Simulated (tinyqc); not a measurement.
# Depletion depth for a wanted scale length

Inverse problem. A single-gate structure has eps_r tan(pi ti/Lambda) + ei tan(pi ts/Lambda) = 0 for its lowest mode, with both thicknesses below Lambda. Find ts.

Inputs (values chosen for the exercise); permittivities: semiconductor made up, insulator close to that of zirconium oxide:
```
symbol,value,unit,meaning
eps_r,17.9,,relative permittivity of the semiconductor
ei,24.9,,relative permittivity of the insulator
ti,5.1,nm,insulator thickness
```

Lambda = 30.829388 nm

Solution. The condition is explicit in ts: an arctangent, taken between 0 and pi.

ts = 27.0 nm

Program tinyqc, `OMP_NUM_THREADS=1 python tinyqc.py 2420057 2420058 out.jsonl`; Intel Xeon 2.30GHz, shared host, one thread, about 0.01 s.
